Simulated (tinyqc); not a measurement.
Worked calculation: Ewald sum of point charges, displaced rock salt lattice. Computed by tinyqc, a small Python program that keeps every step. Command: `OMP_NUM_THREADS=1 python tinyqc.py 24691 24692 out.jsonl` (the two numbers bound the seeds that draw the settings). One thread of a shared host (Intel(R) Xeon(R) Processor @ 2.60GHz), about 0.04 s of CPU time with the checks.

## Ewald sum with eta = 0.388 1/bohr

cell vectors (rows) (bohr):
```
          1         2         3
1  0.000000  4.185000  4.185000
2  4.185000  0.000000  4.185000
3  4.185000  4.185000  0.000000
```

Charges:
```
q                f1        f2        f3
1.000000   0.000000  0.000000  0.000000
-1.000000  0.500000  0.570000  0.500000
```

Real space: 1/2 sum q_i q_j erfc(eta r)/r over all images with r > 0; reciprocal space: (2 pi/V) sum_(G != 0) exp(-G^2/4 eta^2)/G^2 |S(G)|^2 with S(G) = sum q exp(i G.r); self term -eta/sqrt(pi) sum q^2; background -pi Q^2/(2 V eta^2), Q the total charge.

Real-space shells (first ones):
```
r (bohr)  pairs  sum (hartree)
3.903059      4      -0.016510
4.205457      4      -0.009997
4.487522      4      -0.006151
5.918484     24       0.002360
6.914502      4      -0.000043
7.260462      8      -0.000037
7.590672      4      -0.000008
8.370000     12       3.14e-06
8.965868      4      -1.93e-07
9.101581      8      -2.60e-07
9.235300     12      -2.62e-07
9.497092     12      -1.19e-07
```

Reciprocal shells (first ones that count):
```
G^2 (1/bohr^2)  vectors  sum (hartree)
1.690558              8       0.047806
2.254077              6       0.000343
4.508155             12       0.000016
6.198713             24       0.000021
6.762232              8       2.44e-07
9.016309              6       4.33e-09
10.706867            24       6.28e-09
11.270387            24       3.99e-10
```

## The total does not depend on eta

The same sums for other eta.

Totals (hartree per cell):
```
eta            real  reciprocal       self  background        total
0.388000  -0.030385    0.048185  -0.437811    0.000000  -0.42001091
0.639000  -0.000306    0.301329  -0.721034    0.000000  -0.42001091
0.728000  -0.000039    0.401488  -0.821460    0.000000  -0.42001091
```

shortest distance = 3.903059 bohr

Madelung constant -E d / (formula units |q+ q-|) = 1.639328
